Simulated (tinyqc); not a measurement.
Hole subbands of a hard-walled well, four-band Luttinger model, step by step. Values are carried at full precision from step to step, so a last printed digit may differ when a step is redone from the rounded ones.

Constants: hbar^2/2m0 = 3.80998211 eV angstrom^2.

Parameters, chosen for this exercise (near those of Ge; not measured data): b = -2.43 eV (shear deformation potential); C11 = 124.3 GPa; C12 = 50.5 GPa; e_par = 0.0072 (strain in the plane); g1 = 13.48 (Luttinger gamma1); g2 = 4.2 (gamma2); L = 145 angstrom (well width along [001]); g3 = 5.73 (gamma3); k = 0.0136 1/angstrom (wave vector in the plane); N = 3 (sines for each component); kmax = 0.052 1/angstrom (end of the path).

## Shear strain energy

e_perp = -2 (C12/C11) e_par and Zs = b (e_par - e_perp); Zs > 0 lifts the heavy-hole edge by Zs and lowers the light-hole edge by Zs.

e_perp = -0.00585
shear strain energy Zs = -0.03171 eV

## Levels at k = 0

R and S vanish: HHn = c (g1 - 2 g2)(n pi/L)^2 - Zs and LHn = c (g1 + 2 g2)(n pi/L)^2 + Zs, c = hbar^2/2m0, hole energies counted downwards. Sort HH1 to HH4 and LH1, LH2.

Levels:
```
subband  E (eV)
LH1      0.0074
HH1      0.0408
HH2      0.0681
HH3      0.1135
LH2      0.1248
HH4      0.1771
```

The top subband is LH1, 33.4 meV from HH1.

## The matrix at one k

Hole energies are counted downwards from the unstrained band edge, c = hbar^2/2m0. After the usual block transformation one block is H = [[P + Q - Zs, R - i S], [R + i S, P - Q + Zs]] in (heavy, light), with P +/- Q = c [(g1 +/- g2) k^2 + (g1 -/+ 2 g2) kz^2], R = sqrt(3) c gR k^2, S = 2 sqrt(3) c g3 k kz, kz = -i d/dz; axial approximation gR = (g2 + g3)/2. Zs = b (e_par - e_perp) is the shear part of the strain (the hydrostatic part shifts all levels alike and is left out). Basis sqrt(2/L) sin(n pi z/L), n = 1 to N, for each component: kz^2 gives (n pi/L)^2 and the heavy-light block is R delta_nm - 2 sqrt(3) c g3 k D_nm with D_nm = 4 n m/(L (n^2 - m^2)) for n + m odd, 0 otherwise. The other block has the same levels. The split-off band is left out.

Fill in the 2N x 2N matrix, in meV.

H(k) (meV), lower triangle:
```
       h1      h2      h3     l1      l2      l3
h1  53.26
h2      0   80.51
h3      0       0  125.94
l1   6.06  -18.92       0  13.96
l2  18.92    6.06  -34.05      0  131.36
l3      0   34.05    6.06      0       0  327.02
```

## Levels and mixing

Diagonalise; give the four lowest hole energies and the weight of the heavy component (the first half of the basis) in each.

levels (meV): 7.95  48.42  80.78  98.27

heavy weight: 0.086  0.916  0.896  0.639

The most mixed of the four is number 4, with 64 % heavy character. Against 60 sines these levels lie 0.3, 0.1, 0.9 and 3.4 meV too high: the small basis lacks the higher sines, which carry the upper levels.

## Dispersion in the plane

N = 20, nine points from 0 to kmax.

Hole energies (meV):
```
k (1/angstrom)     E1     E2      E3      E4  heavy weight of 1  heavy weight of 2
0.0000           7.42  40.80   68.05  113.48              0.000              1.000
0.0065           7.46  42.64   71.03  103.89              0.022              0.986
0.0130           7.61  47.76   78.94   95.33              0.079              0.924
0.0195           8.19  52.93   90.22   94.44              0.144              0.783
0.0260           9.74  54.10   99.39  106.74              0.195              0.630
0.0325          12.64  53.06  102.72  128.75              0.230              0.547
0.0390          17.06  52.54  103.08  148.71              0.253              0.503
0.0455          23.08  53.58  102.42  159.17              0.267              0.475
0.0520          30.66  56.48  102.29  162.58              0.277              0.454
```

At small k the hole energy falls in subband 4: an electron-like mass, caused by repulsion from a deeper subband. E2 - E1 is smallest, 25.8 meV, at k = 0.0520 of the points listed. The top subband goes from 0.00 to 0.28 in heavy weight.

## Mass of HH1 in the plane

Second order in k: 1/m = g1 + g2 - sum_n 12 c g3^2 D_1n^2/(LHn - HH1) over even n up to 60, with D_1n = 4n/(L (n^2 - 1)) in size, LHn - HH1 = c [(g1 + 2 g2) n^2 - (g1 - 2 g2)](pi/L)^2 + 2 Zs, c = hbar^2/2m0.

LHn - HH1 for n = 2, 4, 6 (meV): 84.0  553.6  1336.2
terms for n = 2, 4, 6: 6.0428  0.1467  0.0251
sum of all terms = 6.2289
mass without mixing, 1/(g1 + g2) = 0.0566 m0
1/m with mixing = 11.4511 1/m0

Mixing with the light holes takes m from 0.057 to 0.087 m0.

## Checks

- 1/m of HH1 from the full matrix (N = 60) at small k against second order: both 11.451.
- The 2 x 2 block with gR = g2 (k along [100]) for a plane wave (k, 0, pi/L) against the bulk heavy-hole formula, eV: both 0.00776.
- Lowest level at the given k on a real-space grid of 240 points against 60 sines, eV: both 0.0076.

Program tinyqc; command `OMP_NUM_THREADS=1 python tinyqc.py 1252410 1252411 out.jsonl`; about 0.1 s on one thread of a shared Intel(R) Xeon(R) Processor @ 2.30GHz.
